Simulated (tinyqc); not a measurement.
Worked calculation: WKB tunnelling through a gate dielectric with a two-band (Franz) dispersion. Values are carried at full precision from step to step, so a last printed digit may differ when a step is redone from the rounded ones.

Constants: hbar^2/2m0 = 3.80998211 eV angstrom^2.

Values chosen for the exercise (of the size used for hBN on silicon; shifted at random, so the results belong to these values and not to a real crystal):
```
symbol  value  unit      meaning
phi     1.94   eV        barrier above the electron energy at the emitter
t       17     angstrom  thickness
V       3.6    V         voltage across the layer
Eg      5.85   eV        gap of the dielectric
m       0.56   m0        mass at the conduction edge
```

## Shape of the barrier

Field V/t (1 V/angstrom = 100 MV/cm), the end of the forbidden region x_e = min(t, phi t/V), and u there.

field = 21.18 MV/cm
x_e = 9.1611 angstrom
u(x_e) = 0.000 eV

V >= phi: a triangle, Fowler-Nordheim tunnelling into the conduction band of the dielectric. This field is near or beyond what hBN bears for long; the numbers are an exercise.

## Decay constant through the layer

At depth x the conduction edge lies u(x) = phi - V x/t above the electron. Parabolic: kappa = sqrt(m u/c). Franz: kappa = sqrt(m u (1 - u/Eg)/c), which vanishes at both band edges. c = hbar^2/2m0. T = exp(-2 integral of kappa dx) over the region u > 0; no image force, no prefactor, zero transverse momentum. The region ends at x_e = min(t, phi t/V); x_e < t is the Fowler-Nordheim regime.

Nine points x = j x_e/8.

kappa (1/angstrom):
```
x (angstrom)  u (eV)  parabolic   Franz
0.000         1.9400     0.5340  0.4366
1.145         1.6975     0.4995  0.4208
2.290         1.4550     0.4624  0.4008
3.435         1.2125     0.4222  0.3759
4.581         0.9700     0.3776  0.3449
5.726         0.7275     0.3270  0.3060
6.871         0.4850     0.2670  0.2557
8.016         0.2425     0.1888  0.1848
9.161         0.0000     0.0000  0.0000
```

At the emitter the Franz value is 18.2 % below the parabolic one, the factor sqrt(1 - phi/Eg).

## The integrals by Simpson's rule

Weights 1, 4, 2, 4, 2, 4, 2, 4, 1 times a third of the spacing.

integral of kappa dx: parabolic 3.244, Franz 2.897

## The integrals in closed form

Parabolic: (2/3) sqrt(m/c) (t/V) (phi^(3/2) - u_e^(3/2)). Franz: sqrt(m/c) Eg^(3/2) (t/V) (f(phi/Eg) - f(u_e/Eg)) with f(y) = ((2y - 1) sqrt(y (1 - y)) + arcsin(sqrt y))/4. u_e = max(phi - V, 0). T = exp(-2 I).

integral of kappa dx: parabolic 3.2613, Franz 2.9146

T: parabolic 0.00147, Franz 0.00294

The two-band dispersion raises T by a factor 2.

## Checks

- Franz integral in closed form against adaptive quadrature: both 2.91462.

Run: tinyqc, `OMP_NUM_THREADS=1 python tinyqc.py 1480277 1480278 out.jsonl`; Intel(R) Xeon(R) Processor @ 2.30GHz, one thread, shared host; about 0.01 s of CPU time with all checks.
